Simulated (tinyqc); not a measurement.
Band gaps under pressure and temperature from deformation potentials: sweeps and comparisons. A value that a table varies takes the place of the one given here.

Murnaghan: V/V0 = (1 + Bp P/B0)^(-1/Bp), B0 = (C11 + 2 C12)/3. Each gap moves by a ln(V/V0) with its volume potential a, and falls with temperature by aV T^2/(T + bV) (Varshni); the two effects are added. No change of phase is considered.

Constants: hc = 1239.841984 eV nm.

Inputs chosen for the exercise (near those of GaP, the X and L potentials typical of such crystals; not measured data):
- Eg = 2.881 eV (gap at Gamma to the s-like level at 0 K, 0 GPa)
- EgX = 2.356 eV (gap to X at 0 K, 0 GPa)
- EgL = 2.697 eV (gap to L at 0 K, 0 GPa)
- C11 = 139.5 GPa
- C12 = 61.4 GPa
- Bp = 4.09 (pressure derivative of the bulk modulus)
- aG = -9.77 eV (volume potential of the Gamma gap)
- aX = 2.16 eV (volume potential of the X gap)
- aL = -4.17 eV (volume potential of the L gap)
- aV = (0.559, 0.556, 0.592) meV/K (Varshni alpha of Gamma, X, L)
- bV = (369, 378, 379) K (Varshni beta of Gamma, X, L)
- T = 77 K (temperature)
- P = 0.5 GPa (pressure)

## Gaps against pressure

The last column is the linear form E0 + c1 P for Gamma, c1 = -aG/B0.

Gaps (eV):
```
P (GPa)  ln(V/V0)  Gamma      X      L  lowest  Gamma, linear
0.00       0.0000  2.874  2.349  2.689       X          2.874
1.25      -0.0139  3.009  2.319  2.747       X          3.013
2.50      -0.0270  3.138  2.290  2.802       X          3.153
3.75      -0.0395  3.260  2.263  2.854       X          3.293
5.00      -0.0514  3.376  2.238  2.904       X          3.432
6.25      -0.0627  3.486  2.213  2.951       X          3.572
7.50      -0.0735  3.592  2.190  2.996       X          3.712
8.75      -0.0839  3.693  2.168  3.039       X          3.851
10.00     -0.0938  3.790  2.146  3.081       X          3.991
```

How do the results move?

Over 10 GPa Gamma moves by +0.917, L by +0.391 and X by -0.203 eV. X stays lowest. The linear form overshoots by 201 meV at the end, because the crystal stiffens; the gap is linear in ln V, not in P.

## Gaps against temperature

At the pressure P; wavelength hc/E of the lowest gap.

Gaps (eV):
```
T (K)   Gamma       X       L  lowest  wavelength (nm)
0      2.9362  2.3438  2.7206       X            529.0
50     2.9329  2.3405  2.7171       X            529.7
100    2.9243  2.3322  2.7082       X            531.6
200    2.8969  2.3053  2.6797       X            537.8
300    2.8610  2.2700  2.6421       X            546.2
400    2.8199  2.2294  2.5990       X            556.1
500    2.7754  2.1855  2.5522       X            567.3
600    2.7285  2.1391  2.5029       X            579.6
```

How do the results move?

From 0 to 100 K the Gamma gap falls by 11.9 meV, from 500 to 600 K by 46.9 meV: quadratic below bV, linear with a slope tending to aV = 0.559 meV/K above. X stays lowest. A pressure of 0.67 GPa, with the slope -aG/B0 at zero pressure, would undo the fall of the Gamma gap from 0 to 300 K.

## What each parameter does

Gaps at P and T. Each row changes one parameter from the base and keeps the others.

Results:
```
case              Gamma (eV)  X (eV)  L (eV)
base                  2.9288  2.3365  2.7129
T = 127 K             2.9181  2.3260  2.7017
C11 = 125.55 GPa      2.9319  2.3359  2.7142
C12 = 55.26 GPa       2.9315  2.3360  2.7140
Bp = 3.681            2.9289  2.3365  2.7129
aG = -8.793 eV        2.9233  2.3365  2.7129
aX = 1.944 eV         2.9288  2.3378  2.7129
aL = -3.753 eV        2.9288  2.3365  2.7105
P = 0.45 GPa          2.9233  2.3378  2.7105
```

What does this show?

The largest shifts from the base row, up to three for each result and ties (the steps differ in size, so this ranks the rows, not the parameters). Gamma (eV): T -0.0107, aG -0.0055, P -0.0055; unchanged at the printed digits by aX and aL. X (eV): T -0.0105, aX +0.0012, P +0.0012; unchanged at the printed digits by Bp, aG and aL. L (eV): T -0.0112, aL -0.0024, P -0.0023; unchanged at the printed digits by Bp, aG and aX.

Run: tinyqc, `OMP_NUM_THREADS=1 python tinyqc.py 1051276 1051277 out.jsonl`; Intel(R) Xeon(R) Processor @ 2.30GHz, one thread, shared host; about 0.01 s of CPU time with all checks.
